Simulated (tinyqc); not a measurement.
Finite line against the semi-infinite law: electromigration in a confined line: Blech product, Korhonen stress evolution and Black's law. Computed by tinyqc, a small Python program. Command: `OMP_NUM_THREADS=1 python tinyqc.py 3005557 3005558 out.jsonl emigr walk`. One thread of a shared host (Intel(R) Xeon(R) Processor @ 2.30GHz), about 0.01 s of CPU time with the checks.

The electron wind pushes atoms from the cathode (x = 0) to the anode (x = L); blocking ends build a back stress (tension positive). The input rho is taken not to change with temperature. d sigma/dt = d/dx [kappa (d sigma/dx + G)], with zero flux at both ends and sigma = 0 at t = 0.

Inputs (values chosen for the exercise, close to those used for aluminium lines):

| quantity | value | unit |
|---|---|---|
| resistivity rho | 3.69 | micro-ohm cm |
| atomic volume Omega | 16.6 | angstrom^3 |
| effective charge number Z* | 7.1 | - |
| prefactor D0 | 1.2e-07 | m^2/s |
| activation energy E | 0.709 | eV |
| effective modulus B | 39 | GPa |
| critical stress sigma_c | 510 | MPa |
| current density j | 0.85 | MA/cm^2 |
| line length L | 14 | um |
| test temperature T | 210 | C |

Start: stress-free.

Constants: e = 1.602176634e-19 C; k_B = 8.617333262e-05 eV/K; k_B = 1.380649e-23 J/K.

Method:
- G = Z* e rho j/Omega; D = D0 exp(-E/(k_B T)); kappa = D B Omega/(k_B T); drift velocity of an unconfined line v = D Z* e rho j/(k_B T). SI: 1 micro-ohm cm = 1e-8 ohm m, 1 MA/cm^2 = 1e10 A/m^2.
- Temperatures in kelvin are T(C) + 273.15.
- At steady state sigma(x) = G (L/2 - x). A void forms only if the cathode stress reaches sigma_c, that is if j L exceeds (j L)_c = 2 Omega (sigma_c)/(Z* e rho). Time scale tau = L^2/kappa.
- sigma(x, t) = G L [1/2 - x/L - 4 sum_(m odd) cos(m pi x/L) exp(-m^2 pi^2 s)/(m pi)^2], s = t/tau, summed to m = 399.
- Semi-infinite line: sigma(0, t) = 2 G L sqrt(s/pi). One-term form: keep m = 1 alone.

tau = 0.116253 h

stress gradient G = 21.4934 MPa/um

Cathode stress (MPa):

| s | t (h) | full series | semi-infinite | one term |
|---|---|---|---|---|
| 0.002 | 2.3251e-04 | 15.18 | 15.18 | 30.88 |
| 0.005 | 5.8126e-04 | 24.01 | 24.01 | 34.37 |
| 0.01 | 1.1625e-03 | 33.95 | 33.95 | 39.96 |
| 0.02 | 2.3251e-03 | 48.02 | 48.02 | 50.35 |
| 0.05 | 5.8126e-03 | 75.84 | 75.92 | 76.00 |
| 0.1 | 1.1625e-02 | 105.00 | 107.37 | 105.00 |
| 0.2 | 2.3251e-02 | 133.51 | 151.85 | 133.51 |
| 0.4 | 4.6501e-02 | 148.10 | 214.74 | 148.10 |
| 0.8 | 9.3002e-02 | 150.41 | 303.69 | 150.41 |

What follows from these numbers?

Among these rows the semi-infinite law holds to 1 % up to s = 0.05 and the one-term form from s = 0.05 on: the far end is felt once sqrt(kappa t) is no longer small against L, and by then the terms with m > 1 have nearly died out. The critical stress 510 MPa is not reached in these rows.
